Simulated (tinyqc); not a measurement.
Changing the width sigma_m of the model charge: correction of a charged-defect supercell by a model charge and potential alignment (plane-averaged potentials). Computed by tinyqc, a small Python program. Command: `OMP_NUM_THREADS=1 python tinyqc.py 3110889 3110890 out.jsonl align sweep`. One thread of a shared host (Intel(R) Xeon(R) Processor @ 2.30GHz), about 0.06 s of CPU time with the checks.

The "true" defect charge is (1 - x) q in a Gaussian of width sigma plus x q in one of width sigma_t, so the exact answer is known; the correction sees only a single model Gaussian of width sigma_m. A Gaussian of width s has the transform rho(G) = exp(-G^2 s^2/2), normalised to 1. A uniform background cancels q, so G = 0 is left out. Potentials are those felt by a unit positive charge. E_0 is the formation energy of the isolated defect, E_cell its value in the supercell, E_lat = E_iso - E_per of the model charge, C the true less the model potential far from the defect; the exact correction is E_0 - E_cell, and the error of a scheme is E_cell plus its correction less E_0.

Inputs (values chosen for the exercise, with screening close to that of GaAs): defect charge q = 2 e; dielectric constant eps = 12.7; edge of the cubic cell L = 16.1 angstrom; width sigma of the true defect charge = 1.2 angstrom; share x of the charge in a wide tail = 0.31; width sigma_t of the tail = 2.5 angstrom; formation energy of the isolated defect E_0 = 4.54 eV.

Constants: e^2/(4 pi eps_0) = 14.39964548 eV angstrom.

Method:
- Periodic energy E_per = (2 pi q^2/(eps L^3)) (e^2/(4 pi eps_0)) sum_(G != 0) rho(G)^2/G^2, G = (2 pi/L)(n1, n2, n3), |n_i| <= 16. Isolated energy: two Gaussians of charges q_a, q_b and widths a, b interact by q_a q_b (e^2/(4 pi eps_0 eps)) sqrt(2/pi)/sqrt(a^2 + b^2), and the self-energy is half the sum over pairs.
- Supercell value E_cell = E_0 + E_per - E_iso for the true charge.
- E_lat = E_iso - E_per for the model charge; point-charge value alpha q^2 e^2/(4 pi eps_0 eps 2 L) with alpha = 2.837297.
- Plane-averaged potential at distance z from the defect: V(z) = (4 pi q/(eps L^3)) (e^2/(4 pi eps_0 e)) sum_(m != 0) rho(G_m) cos(G_m z)/G_m^2, G_m = 2 pi m/L, |m| <= 40.
- C = difference at z = L/2; E_corr = E_cell + E_lat - q C. For charges that have died out at L/2, C = (2 pi q/(eps L^3)) (e^2/(4 pi eps_0 e)) (<s^2> - sigma_m^2), <s^2> = (1 - x) sigma^2 + x sigma_t^2.

One run for each value; columns: (1) width sigma_m of the model charge (angstrom); (2) E_lat (eV); (3) alignment C (V); (4) error without alignment (meV); (5) error with alignment (rounded to 1e-4 meV) (meV):
```
(1)      (2)       (3)    (4)     (5)
0.81  0.3951  0.007738  15.53  0.0582
0.91  0.3940  0.007151  14.36  0.0582
1.10  0.3914  0.005847  11.75  0.0582
1.20  0.3898  0.005062  10.18  0.0582
1.30  0.3881  0.004208   8.47  0.0582
1.50  0.3843  0.002296   4.65  0.0582
1.60  0.3821  0.001238   2.53  0.0581
```

Give the missing row, width sigma_m of the model charge (angstrom) = 1.00.

Computed row; columns: (1) width sigma_m of the model charge (angstrom); (2) E_lat (eV); (3) alignment C (V); (4) error without alignment (meV); (5) error with alignment (rounded to 1e-4 meV) (meV):
```
(1)      (2)       (3)    (4)     (5)
1.00  0.3928  0.006564  13.19  0.0582
```

Interpolating between the two neighbouring rows (linearly) misses by up to 0.47 %. Over the rows, E_lat (eV) falls from 0.395 to 0.382 (exponent d ln y / d ln x -0.026 between the first rows and -0.086 between the last); alignment C (V) falls from 0.00774 to 0.00124 (exponent d ln y / d ln x -0.68 between the first rows and -9.6 between the last); error without alignment (meV) falls from 15.5 to 2.53 (exponent d ln y / d ln x -0.68 between the first rows and -9.4 between the last). E_lat and q C each change with the model width, by 13 and 13 meV over the rows, while the aligned error changes by 0.0 meV.
